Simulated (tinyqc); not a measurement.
Four-point probe, van der Pauw, Hall and spreading-resistance readings of a semiconductor layer: one step, computed by the program tinyqc. Command: `OMP_NUM_THREADS=1 python tinyqc.py 3112205 3112206 out.jsonl probe walk`. One thread of a shared host (Intel(R) Xeon(R) Processor @ 2.30GHz), about 0.01 s of CPU time with the checks.

The layer is uniform and ohmic; contacts are points unless a radius is given.

Task: Four-point voltage. Collinear probes with equal spacing on a layer with conducting backing: images at depth 2 m t give V = (rho I/(2 pi s)) G, G = 1 + 4 sum_(m>=1) (-1)^m [1/sqrt(1 + (2 m u)^2) - 1/sqrt(4 + (2 m u)^2)], u = t/s; the sum runs to m = 20000, with the last term halved. Limits: thick, rho = 2 pi s V/I; thin on an insulator, rho = (pi/ln 2) t V/I.

Inputs (values chosen for the exercise, modelled on n-type silicon): layer thickness t = 110 micrometre; probe spacing s = 0.5 mm; current I = 2 mA.

Backing of the layer: conducting.

resistivity rho = 0.6749037 ohm cm

Give: t/s; G; voltage V; rho by the thick formula; rho by the thin formula.

Result:

t/s = 0.22

G = 0.0066468

voltage V = 0.028558 mV

rho by the thick formula = 0.0044860 ohm cm

rho by the thin formula = 7.1190e-04 ohm cm

The thick formula is off by -99.3 % and the thin one by -99.9 %. A conducting backing shunts the current, so V lies below the thick value.
